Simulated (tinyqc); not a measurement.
Forward curve with series resistance: current of a Schottky diode by thermionic-emission-diffusion theory, and its read-back from I-V-T and C-V data. Computed by tinyqc, a small Python program. Command: `OMP_NUM_THREADS=1 python tinyqc.py 3000977 3000978 out.jsonl schottky walk`. One thread of a shared host (Intel(R) Xeon(R) Processor @ 2.30GHz), about 0.01 s of CPU time with the checks.

Full ionisation, no tunnelling, no recombination current. V is the voltage across the junction itself, forward positive.

Inputs (values chosen for the exercise, modelled on n-type 4H-SiC):
```
quantity                                     value           unit
Richardson constant A*                         142   A/(cm^2 K^2)
effective density of states at 300 K, N_c  1.7e+19         1/cm^3
permittivity eps                               9.7              -
mobility mu                                    900     cm^2/(V s)
barrier without image force phi_0 (mean)      1.25             eV
doping N                                   1.3e+17         1/cm^3
series resistance R_s                          1.3  milliohm cm^2
junction voltage V                            0.39              V
temperature T                                  200              K
standard deviation sigma                        84            meV
relative change of sigma^2 with bias, rho      0.8            1/V
```

Barrier: Gaussian spread of heights.

Constants: k_B = 8.617333262e-05 eV/K; e = 1.602176634e-19 C; eps_0 = 8.8541878128e-12 F/m.

Method:
- N_c(T) = N_c (T/300 K)^(3/2); V_bi = phi_0 - (k_B T/e) ln(N_c(T)/N); surface field F = sqrt(2 e N (V_bi - V - k_B T/e)/(eps eps_0)); image lowering d_phi = sqrt(e F/(4 pi eps eps_0)); effective barrier phi = phi_0 - d_phi - sigma^2 (1 - rho V)/(2 k_B T).
- Collection velocity v_R = A* T^2/(e N_c(T)); diffusion velocity v_D = mu F; J = e N_c(T) v_R/(1 + v_R/v_D) exp(-phi/k_B T) [exp(e V/k_B T) - 1].
- Terminal voltage V + J R_s; apparent ideality from neighbouring rows, (e/k_B T) dV_terminal/d ln J.

built-in voltage V_bi = 1.17649 V

Forward curve; the last column belongs to the interval up to the next row:
```
V (V)  J (A/cm^2)  terminal voltage (V)  apparent n
0.286  6.6779e-13                0.2860       1.220
0.396  1.2470e-10                0.3960       1.223
0.507  2.4112e-08                0.5070       1.227
0.618  4.5842e-06                0.6180       1.233
0.729  8.5118e-04                0.7290       1.244
0.840  1.5246e-01                0.8402       1.632
0.951  2.5649e+01                0.9843      53.568
1.060  3.4158e+03                5.5005           -
```

The resistance takes over where J R_s exceeds k_B T/e, at J = 13.3 A/cm^2; the apparent ideality climbs from 1.22 to 53.6, so barrier and n must be read below that current. Rows where the resistance drops more than 1 V are formal, since self-heating is left out.
